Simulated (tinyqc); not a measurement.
# Thin film between two gates, subbands and threshold shift from confinement: what changes with what

Undoped body with a flat potential across it, hard walls, transport along x. One isotropic valley (g = 1, mx = my = mz = me). Non-parabolicity enters the subband edges through E (1 + al E) = gamma, so E = 2 gamma/(1 + sqrt(1 + 4 al gamma)); motion within a subband is taken as parabolic with the band-edge mass. Energies are counted from the bulk band edge.

Parameters, values chosen for the exercise; masses close to those of InAs: temperature T = 200 K; mass at the band edge me = 0.0228 m0; non-parabolicity al = 2.6 1/eV; film thickness (along z) t = 10.4 nm; widening of the box by penetration into the insulator dl = 0.3 nm; gate capacitance per area of interface Cg = 1.8 uF/cm^2.

Constants: q = 1.602176634e-19 C, kB = 1.380649e-23 J/K, hbar = 1.054571817e-34 J s, m0 = 9.1093837015e-31 kg, Vt = kB T/q, hbar^2/(2 m0) = 0.0380998212 eV nm^2. Results are converted to the units shown.

Each table varies one quantity; the others keep the values above.

## Confinement against the film thickness

gamma = C (pi k/(t + dl))^2/mz, C = hbar^2/(2 m0). Each subband has N_k = g sqrt(mx my) m0 kB T/(pi hbar^2); without degeneracy n = exp(EF/Vt) sum N_k exp(-E_k/Vt). Classical value Nc times t, Nc = sum over valleys of 2 g (m m0 kB T/(2 pi hbar^2))^1.5 with m = (mx my mz)^(1/3). Threshold shift dVT = Vt ln(classical value/sum N_k exp(-E_k/Vt)). With degeneracy n = sum N_k F((EF - E_k)/Vt), F(x) = ln(1 + exp(x)); gate: Vg = EF + q n/(Cg P), P = 2 (both faces), summed over the 60 lowest subbands at most, with Vg counted from the value that would put EF at the bulk band edge of an empty body. The last two columns are for Vg = 0.4 V; sensitivity d(dVT)/dt by central differences between 0.99 and 1.01 times the value.

Result of one run:

| t (nm) | E_1 (meV) | gap to the next edge (meV) | dVT (mV) | sensitivity (mV/nm) | n/P (cm^-2) | share of the lowest subband (%) |
|---|---|---|---|---|---|---|
| 7.7 | 176.6 | 289.4 | 150.6 | -31.35 | 7.472e11 | 99.99 |

What becomes of these results when the film thickness (along z) t is changed from 7.7 to 20 nm, all else the same?

Result of the changed run:

| t (nm) | E_1 (meV) | gap to the next edge (meV) | dVT (mV) | sensitivity (mV/nm) | n/P (cm^-2) | share of the lowest subband (%) |
|---|---|---|---|---|---|---|
| 20 | 36.55 | 85.08 | 26.83 | -2.498 | 1.719e12 | 58.31 |

The whole series:

| t (nm) | E_1 (meV) | gap to the next edge (meV) | dVT (mV) | sensitivity (mV/nm) | n/P (cm^-2) | share of the lowest subband (%) |
|---|---|---|---|---|---|---|
| 3 | 594.8 | 751.4 | 552.5 | -218.5 | 1.015e6 | 100.0 |
| 3.8 | 451.4 | 599.9 | 413.2 | -138.5 | 3.981e9 | 100.0 |
| 4.8 | 337.7 | 476.3 | 303.5 | -86.65 | 2.130e11 | 100.0 |
| 6.1 | 245.7 | 372.2 | 215.6 | -52.43 | 5.162e11 | 100.0 |
| 7.7 | 176.6 | 289.4 | 150.6 | -31.35 | 7.472e11 | 99.99 |
| 9.8 | 122.6 | 219.6 | 100.7 | -17.79 | 9.394e11 | 98.24 |
| 12 | 88.60 | 171.5 | 70.20 | -10.70 | 1.168e12 | 84.55 |
| 16 | 54.38 | 117.3 | 40.92 | -4.872 | 1.483e12 | 68.58 |
| 20 | 36.55 | 85.08 | 26.83 | -2.498 | 1.719e12 | 58.31 |

As t grows from 3 to 20 nm, E_1 falls from 595 to 36.5 meV and dVT falls from 552 to 26.8 mV. E_1 goes as t^(-1.17) at the thin end (-2 for a parabolic band without penetration); a thickness error of 0.2 nm moves the threshold by 44 mV in the first row and 0.50 mV in the last. The charge per interface area rises from 1.02e6 to 1.72e12 cm^-2. For t = 12, 16, 20 the charge in the last two columns would bend the potential across the body noticeably, which is left out.

## Charge and subband filling against gate voltage

Same model as above.

Each subband has N_k = g sqrt(mx my) m0 kB T/(pi hbar^2). Cq = q dn/dEF.

Results:

| Vg (V) | EF - E_1 (eV) | n (cm^-2) | n/P (cm^-2) | share of the lowest subband (%) | Cq/(Cg P) | total C/(Cg P) |
|---|---|---|---|---|---|---|
| -0.04 | -0.1516 | 2.477e7 | 1.238e7 | 100.0 | 6.395e-5 | 6.395e-5 |
| 0.08 | -0.03267 | 2.298e10 | 1.149e10 | 100.0 | 0.05537 | 0.05246 |
| 0.21 | 0.06898 | 6.600e11 | 3.300e11 | 99.99 | 0.4164 | 0.2940 |
| 0.34 | 0.1600 | 1.536e12 | 7.679e11 | 99.22 | 0.4535 | 0.3120 |
| 0.46 | 0.2348 | 2.551e12 | 1.275e12 | 87.68 | 0.7853 | 0.4399 |
| 0.58 | 0.3004 | 3.774e12 | 1.887e12 | 75.80 | 0.8464 | 0.4584 |
| 0.83 | 0.4324 | 6.425e12 | 3.212e12 | 64.10 | 1.087 | 0.5209 |
| 0.96 | 0.4914 | 8.021e12 | 4.010e12 | 58.35 | 1.261 | 0.5578 |

Estimate the missing row, Vg = 0.71 V.

Computed row:

| Vg (V) | EF - E_1 (eV) | n (cm^-2) | n/P (cm^-2) | share of the lowest subband (%) | Cq/(Cg P) | total C/(Cg P) |
|---|---|---|---|---|---|---|
| 0.71 | 0.3706 | 5.117e12 | 2.559e12 | 68.98 | 0.8625 | 0.4631 |

With this row back in the table: EF passes E_1 = 0.112 eV at Vg = 0.117 V. The share of the lowest subband falls from 100 to 58.4 % and the total capacitance rises from 6.40e-5 to 0.558 of Cg P. In the last row 45 % of an added gate voltage goes into raising EF (from the last two rows). For Vg = 0.46, 0.58, 0.71, 0.83, 0.96 the charge would bend the potential across the body noticeably, which is left out.

Range of the model: Non-parabolicity also makes carriers heavier within each subband, which is left out, so densities of states are understated at high energy.

Program tinyqc, `OMP_NUM_THREADS=1 python tinyqc.py 2350004 2350005 out.jsonl`; Intel Xeon 2.30GHz, shared host, one thread, about 0.02 s.
